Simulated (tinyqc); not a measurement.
Inside a calculation. Method: tight binding, honeycomb lattice. One step of it, computed by the program tinyqc.

Task: Levels at k. Diagonalise the Hermitian matrix.

H(k) at k (eV):
```
                     A                    B
A             2.380000  -0.195064+0.308190i
B  -0.195064-0.308190i            -2.380000
```

Give: eigenvalues; weights |c|^2 of the basis functions.

Result:

eigenvalues (eV): -2.408  2.408

weights |c|^2 of the basis functions:
```
   band 1  band 2
A   0.006   0.994
B   0.994   0.006
```
